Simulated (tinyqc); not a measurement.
Geometry relaxation of a small cluster: one step, computed by the program tinyqc. Command: `OMP_NUM_THREADS=1 python tinyqc.py 3000444 3000445 out.jsonl relax walk`. One thread of a shared host (Intel(R) Xeon(R) Processor @ 2.30GHz), about 0.01 s of CPU time with the checks.

E = sum_(i<j) phi(r_ij), phi(r) = eps [exp(-2 alpha (r - r0)) - 2 exp(-alpha (r - r0))]; the force on i is -sum_j phi'(r_ij) (R_i - R_j)/r_ij.

Task: Energy and forces at the start. Evaluate E and the forces at the starting positions.

Inputs (values chosen for the exercise, for model atoms): length r0 = 2.57 angstrom; well depth eps = 0.76 eV; stiffness alpha = 1.59 1/angstrom.

Potential: Morse. Method: conjugate gradient.

starting positions (angstrom):
```
           x      y      z
atom 1  0.23  -0.04   0.12
atom 2  2.47  -0.04  -0.11
atom 3  2.45   2.68    0.2
atom 4  0.23   2.32   0.14
atom 5  1.31   1.28   2.01
atom 6   1.3   1.14  -1.72
```

Give: distances; energy at the start; forces.

Result:

distances (angstrom): 1-2 2.252, 1-3 3.512, 1-4 2.360, 1-5 2.546, 1-6 2.434, 2-3 2.738, 2-4 3.263, 2-5 2.754, 2-6 2.314, 3-4 2.250, 3-5 2.557, 3-6 2.717, 4-5 2.397, 4-6 2.449, 5-6 3.733

energy at the start = -8.807 eV

forces (eV/angstrom):
```
             x       y       z
atom 1  -2.722  -1.415   0.744
atom 2   2.986   0.105   1.444
atom 3   2.227  -0.525  -0.307
atom 4  -2.993   1.260  -0.415
atom 5   0.664  -0.647   0.226
atom 6  -0.163   1.222  -1.691
```
